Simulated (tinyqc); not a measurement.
# Square on-chip spiral inductor, lumped pi model: what changes with what

Outer diameter do = di + 2 n wd + 2 (n - 1) sp, mean da = (do + di)/2, fill p = (do - di)/(do + di), length l = 4 n da. L = 2.34 mu0 n^2 da/(1 + 2.75 p), mu0 = 4 pi 1e-7 H/m. Rs = rho l/(wd delta (1 - exp(-th/delta))), delta = sqrt(rho/(pi f mu0)). Cs = n wd^2 eps0 eo/hu across the coil. At each end Cox = l wd eps0 eo/(2 ho) leads to the substrate branch Rsi = 2 rs he/(l wd) in parallel with Csi = l wd eps0 11.7/(2 he). With one end grounded Y = 1/(Rs + i w L) + i w Cs + 1/[1/(i w Cox) + 1/(1/Rsi + i w Csi)], w = 2 pi f; Q = -Im Y/Re Y. Eddy currents in neighbouring turns and in the substrate are left out.

Values chosen for this exercise; values of the order met in silicon radio-frequency processes:
- n = 2.5 (number of turns)
- wd = 8 um (line width)
- sp = 3 um (space between turns)
- di = 40 um (inner diameter)
- th = 3.4 um (metal thickness)
- rho = 3 uohm cm (metal resistivity)
- ho = 4.2 um (oxide below the coil)
- hu = 0.9 um (oxide between coil and underpass)
- eo = 3.9 (relative permittivity of the oxide)
- rs = 100 ohm cm (substrate resistivity)
- he = 30 um (effective spreading depth in the substrate)
- f = 1.4 GHz (frequency)

Constants: eps0 = 8.8541878128e-12 F/m. Results are converted to the units shown.

Each table varies one quantity; the others keep the values above.

## Quality factor against frequency

Apparent inductance Im(1/Y)/w; share of the loss Re(substrate branch)/Re Y.

Quality factor against frequency:
```
f (GHz),Rs (ohm),w L/Rs,Q,apparent inductance (nH),loss in the substrate (%)
0.99,1.235,2.920,2.918,0.5799,0.04143
1.6,1.405,4.148,4.141,0.5801,0.1009
2.6,1.639,5.778,5.753,0.5808,0.2327
4.3,1.972,7.942,7.857,0.5827,0.5302
7.1,2.429,10.65,10.37,0.5880,1.166
12,3.082,14.18,13.25,0.6042,2.585
19,3.842,18.01,15.34,0.6456,5.061
31,4.890,23.09,15.09,0.7962,10.02
50,6.205,29.35,6.902,1.968,18.58
```

What does the table show?

Q goes from 2.92 through a maximum of 15.3 (at f = 19 GHz among the rows listed) to 6.90; the exact peak is 15.8 at 24.2 GHz and Q reaches zero at the self-resonance, 59.3 GHz. The share of the substrate rises from 0.0414 to 18.6 %, and the apparent inductance ends at 3.40 times L. At the peak the substrate takes 7.13 % of the loss. For f = 50 the coil is longer than 0.15 of a wavelength in the oxide, where one lumped section is rough.

## Effect of the metal thickness

Same model as above.

Peak Q and its frequency from a search over f; self-resonance where Im Y = 0; Q at the given f (negative beyond resonance).

The same in every row: L (nH) = 0.5798; do (um) = 89.00.

Results:
```
th (um),peak Q,f of the peak (GHz),self-resonance (GHz),Q at f
0.5,9.971,29.87,59.27,0.9472
0.9,13.00,27.83,59.29,1.572
1.5,14.83,25.96,59.29,2.329
2,15.40,25.08,59.30,2.827
3,15.73,24.31,59.30,3.552
4,15.79,24.11,59.30,4.024
9,15.80,24.05,59.30,4.801
```

Estimate the missing row, th = 6 um.

Computed row:
```
th (um),peak Q,f of the peak (GHz),self-resonance (GHz),Q at f
6,15.80,24.05,59.30,4.531
```

With this row back in the table: As th goes from 0.5 to 9, L stays at 0.580 nH, the peak Q rises from 9.97 to 15.8, its frequency falls from 29.9 to 24.0 GHz and the self-resonance stays near 59.3 GHz. Once th exceeds a few skin depths Rs no longer falls.

Numbers from tinyqc (`OMP_NUM_THREADS=1 python tinyqc.py 2302025 2302026 out.jsonl`; about 0.01 s on one thread of a shared Intel Xeon 2.30GHz).
